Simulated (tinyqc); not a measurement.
Sampled drift against the exact one: kinetic Monte Carlo and master equation for a particle on a ring of sites with traps and bias. Computed by tinyqc, a small Python program. Command: `OMP_NUM_THREADS=1 python tinyqc.py 3024976 3024977 out.jsonl kmc walk`. One thread of a shared host (Intel(R) Xeon(R) Processor @ 2.30GHz), about 0.1 s of CPU time with the checks.

6 sites on a ring, numbered 1 to 6. The saddle between i and i+1 lies at E0 + s b_i and site i at s eps_i; a force F tilts the landscape, with the saddle half-way.

Inputs (values chosen for the exercise, for a model defect):

| quantity | value | unit |
|---|---|---|
| reference barrier E0 | 0.62 | eV |
| scale factor s of the disorder | 1 | - |
| attempt frequency nu | 11 | THz |
| temperature T | 600 | K |
| site spacing a | 2.2 | angstrom |
| force F along the ring | 0.034 | eV/angstrom |
| seed of the random numbers | 57901 | - |

Disorder: both.

site energies eps_i (eV): -0.1  0  0  0  0  -0.031

saddle shifts b_i between sites i and i+1 (eV): 0.041  0.0097  -0.052  0.075  -0.065  0.0095

Constants: k_B = 8.617333262e-05 eV/K.

Method:
- Rates: k(i to i+1) = nu exp(-(E0 + s b_i - s eps_i - F a/2)/(k_B T)), k(i to i-1) = nu exp(-(E0 + s b_(i-1) - s eps_i + F a/2)/(k_B T)).
- Share right = k right/(k right + k left); mean stay = 1/(k right + k left).
- Master equation dP/dt = W P, W_(i+1,i) = k right, W_(i-1,i) = k left, columns summing to zero. The steady state is its null vector; drift v = a sum P_i (k right - k left). D = a^2 lambda''(0)/2, where lambda(q) is the leading eigenvalue of W with right hops weighted by exp(q) and left hops by exp(-q).
- The slowest relaxation rate is minus the real part of the next eigenvalue of W. 1 angstrom = 1e-8 cm.
- 400 independent walkers start on sites drawn with weights P_i (k right + k left), the steady shares of hops (random numbers not printed); the estimate is total displacement over total time, with its standard error from the spread between walkers.

occupations P_i: 0.609890  0.052720  0.048298  0.151945  0.024329  0.112818

drift velocity v = 0.635878 cm/s

Drift from sampling:

| hops per walker | estimate (cm/s) | standard error (cm/s) | deviation in standard errors |
|---|---|---|---|
| 10 | 0.64459 | 0.031078 | 0.2803 |
| 30 | 0.61882 | 0.016947 | -1.0064 |
| 100 | 0.62581 | 0.009141 | -1.1020 |
| 300 | 0.63381 | 0.005442 | -0.3794 |
| 1000 | 0.63127 | 0.002877 | -1.6030 |
| 3000 | 0.63481 | 0.001705 | -0.6271 |

What does the comparison show, and why?

The exact drift is 0.6359 cm/s. The standard error falls by a factor 3.18 from 100 to 1000 hops (sqrt10 = 3.16), and in the last row it is 0.27 % of the drift.

Extremes, crossings and ranges named in words are read from the listed rows.
